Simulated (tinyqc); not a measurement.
Inside a calculation. Method: empirical pseudopotential in a few plane waves. One step of it, computed by the program tinyqc.

Problem. Levels at k. Diagonalise the Hermitian matrix.

H(k) at k (eV):
```
                     +0+0+0               -1-1-1               -1-1+1               -1+1-1
+0+0+0             1.684152   1.972239+0.942826i  -1.972239+0.942826i  -1.972239+0.942826i
-1-1-1   1.972239-0.942826i            19.995250   0.000000-0.789130i   0.000000-0.789130i
-1-1+1  -1.972239-0.942826i   0.000000+0.789130i            25.441628             0.666679
-1+1-1  -1.972239-0.942826i   0.000000+0.789130i             0.666679            12.670811
-1+1+1  -1.972239+0.942826i            -0.666679   0.000000+0.789130i   0.000000+0.789130i
+1-1-1  -1.972239-0.942826i   0.000000+0.789130i             0.666679             0.666679
+1-1+1  -1.972239+0.942826i            -0.666679   0.000000+0.789130i             0.000000
+1+1-1  -1.972239+0.942826i            -0.666679             0.000000   0.000000+0.789130i
+1+1+1   1.972239+0.942826i             0.000000            -0.666679            -0.666679
-2+0+0   0.000000-0.789130i  -1.972239+0.942826i  -1.972239-0.942826i  -1.972239-0.942826i
+0-2+0   0.000000-0.789130i  -1.972239+0.942826i  -1.972239-0.942826i   0.548379-0.346344i
+0+0-2   0.000000-0.789130i  -1.972239+0.942826i   0.548379-0.346344i  -1.972239-0.942826i
+0+0+2   0.000000+0.789130i  -0.548379-0.346344i   1.972239+0.942826i  -0.548379+0.346344i
+0+2+0   0.000000+0.789130i  -0.548379-0.346344i  -0.548379+0.346344i   1.972239+0.942826i
+2+0+0   0.000000+0.789130i  -0.548379-0.346344i  -0.548379+0.346344i  -0.548379+0.346344i

                     -1+1+1               +1-1-1               +1-1+1               +1+1-1
+0+0+0  -1.972239-0.942826i  -1.972239+0.942826i  -1.972239-0.942826i  -1.972239-0.942826i
-1-1-1            -0.666679   0.000000-0.789130i            -0.666679            -0.666679
-1-1+1   0.000000-0.789130i             0.666679   0.000000-0.789130i             0.000000
-1+1-1   0.000000-0.789130i             0.666679             0.000000   0.000000-0.789130i
-1+1+1            18.117189             0.000000             0.666679             0.666679
+1-1-1             0.000000            13.422035   0.000000-0.789130i   0.000000-0.789130i
+1-1+1             0.666679   0.000000+0.789130i            18.868413             0.666679
+1+1-1             0.666679   0.000000+0.789130i             0.666679             6.097596
+1+1+1   0.000000+0.789130i            -0.666679   0.000000+0.789130i   0.000000+0.789130i
-2+0+0   1.972239-0.942826i   0.548379-0.346344i  -0.548379-0.346344i  -0.548379-0.346344i
+0-2+0  -0.548379-0.346344i  -1.972239-0.942826i   1.972239-0.942826i  -0.548379-0.346344i
+0+0-2  -0.548379-0.346344i  -1.972239-0.942826i  -0.548379-0.346344i   1.972239-0.942826i
+0+0+2  -1.972239+0.942826i  -0.548379+0.346344i  -1.972239+0.942826i   0.548379+0.346344i
+0+2+0  -1.972239+0.942826i  -0.548379+0.346344i   0.548379+0.346344i  -1.972239+0.942826i
+2+0+0   0.548379+0.346344i   1.972239+0.942826i  -1.972239+0.942826i  -1.972239+0.942826i

                     +1+1+1               -2+0+0               +0-2+0               +0+0-2
+0+0+0   1.972239-0.942826i   0.000000+0.789130i   0.000000+0.789130i   0.000000+0.789130i
-1-1-1             0.000000  -1.972239-0.942826i  -1.972239-0.942826i  -1.972239-0.942826i
-1-1+1            -0.666679  -1.972239+0.942826i  -1.972239+0.942826i   0.548379+0.346344i
-1+1-1            -0.666679  -1.972239+0.942826i   0.548379+0.346344i  -1.972239+0.942826i
-1+1+1   0.000000-0.789130i   1.972239+0.942826i  -0.548379+0.346344i  -0.548379+0.346344i
+1-1-1            -0.666679   0.548379+0.346344i  -1.972239+0.942826i  -1.972239+0.942826i
+1-1+1   0.000000-0.789130i  -0.548379+0.346344i   1.972239+0.942826i  -0.548379+0.346344i
+1+1-1   0.000000-0.789130i  -0.548379+0.346344i  -0.548379+0.346344i   1.972239+0.942826i
+1+1+1            11.543974  -0.548379-0.346344i  -0.548379-0.346344i  -0.548379-0.346344i
-2+0+0  -0.548379+0.346344i            27.037981             0.666679             0.666679
+0-2+0  -0.548379+0.346344i             0.666679            27.789205             0.666679
+0+0-2  -0.548379+0.346344i             0.666679             0.666679            15.018388
+0+0+2  -1.972239-0.942826i            -0.666679            -0.666679             0.000000
+0+2+0  -1.972239-0.942826i            -0.666679             0.000000            -0.666679
+2+0+0  -1.972239-0.942826i             0.000000            -0.666679            -0.666679

                     +0+0+2               +0+2+0               +2+0+0
+0+0+0   0.000000-0.789130i   0.000000-0.789130i   0.000000-0.789130i
-1-1-1  -0.548379+0.346344i  -0.548379+0.346344i  -0.548379+0.346344i
-1-1+1   1.972239-0.942826i  -0.548379-0.346344i  -0.548379-0.346344i
-1+1-1  -0.548379-0.346344i   1.972239-0.942826i  -0.548379-0.346344i
-1+1+1  -1.972239-0.942826i  -1.972239-0.942826i   0.548379-0.346344i
+1-1-1  -0.548379-0.346344i  -0.548379-0.346344i   1.972239-0.942826i
+1-1+1  -1.972239-0.942826i   0.548379-0.346344i  -1.972239-0.942826i
+1+1-1   0.548379-0.346344i  -1.972239-0.942826i  -1.972239-0.942826i
+1+1+1  -1.972239+0.942826i  -1.972239+0.942826i  -1.972239+0.942826i
-2+0+0            -0.666679            -0.666679             0.000000
+0-2+0            -0.666679             0.000000            -0.666679
+0+0-2             0.000000            -0.666679            -0.666679
+0+0+2            25.911144             0.666679             0.666679
+0+2+0             0.666679            13.140326             0.666679
+2+0+0             0.666679             0.666679            13.891551
```

Give: eigenvalues.

Solution.

eigenvalues (eV): -1.9395  5.2456  8.9702  9.2135  12.4570  14.2943  14.4848  17.9670  18.5994  18.9398  19.6397  25.5001  27.1674  28.0334  32.0569
